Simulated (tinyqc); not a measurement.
Superjunction drift layer against a plain one, charge balance: two steps of the calculation.

Alternating n and p pillars of equal width wp, doping N and length Lp. When depleted, the lateral field peaks at Ex = q N wp/(2 eps0 eps_r) at the pillar junctions and a uniform vertical field Ey is added; breakdown is taken where Ex^2 + Ey^2 = Ef^2. Only the n pillars conduct, narrowed by the zero-bias depletion. A first-order model: the field peaks at the pillar ends are left out.

Parameters, values chosen for the exercise; values close to those of silicon: relative permittivity of the semiconductor eps_r = 11.3; critical field at a doping of 1e16 cm^-3 E16 = 0.406 MV/cm; mobility at low doping mx = 1320 cm^2/(V s); mobility at high doping mi = 95.5 cm^2/(V s); reference doping of the mobility Nr = 1.3e17 cm^-3; wanted breakdown voltage BV = 810 V; width of each pillar wp = 3 um; critical field inside the pillars Ef = 0.3 MV/cm; lateral peak field as a share of Ef a = 0.68; built-in voltage of the pillar junctions Vb = 0.8 V.

Constants: q = 1.602176634e-19 C, eps0 = 8.8541878128e-14 F/cm where lengths are in cm. Results are converted to the units shown.

Question 1. Thickness and resistance of the plain layer. Ec(N) = E16 (N/1e16 cm^-3)^(1/8), mu(N) = mi + (mx - mi)/(1 + (N/Nr)^0.9). W = 2 BV/Ec, Rsp = W/(q mu N).

N of the plain layer = 2.5355476e14 cm^-3

Find: mu; W; Rsp.

Answer 1.

mu = 1316 cm^2/(V s)
W = 63.17 um
Rsp = 118.2 mohm cm^2

Question 2. Design of the pillars. Ex = a Ef gives N = 2 eps0 eps_r a Ef/(q wp); Ey = Ef sqrt(1 - a^2); Lp = BV/Ey; xd = sqrt(eps0 eps_r Vb/(q N)) on each side; Rsp = 2 Lp/(q mu(N) N (1 - 2 xd/wp)). mu(N) = mi + (mx - mi)/(1 + (N/Nr)^0.9).

Give: N; Ey; Lp; xd; Rsp.

Answer 2.

N = 8.4929e15 cm^-3
Ey = 0.21996 MV/cm
Lp = 36.824 um
xd = 0.24254 um
Rsp = 5.2783 mohm cm^2

The pillars have an aspect ratio of 12.3. Their doping is 33.5 times, and their Rsp 0.0447 times, that of the plain layer.

tinyqc, about 0.01 s, one thread, Intel Xeon 2.30GHz (shared host): `OMP_NUM_THREADS=1 python tinyqc.py 2590122 2590123 out.jsonl`
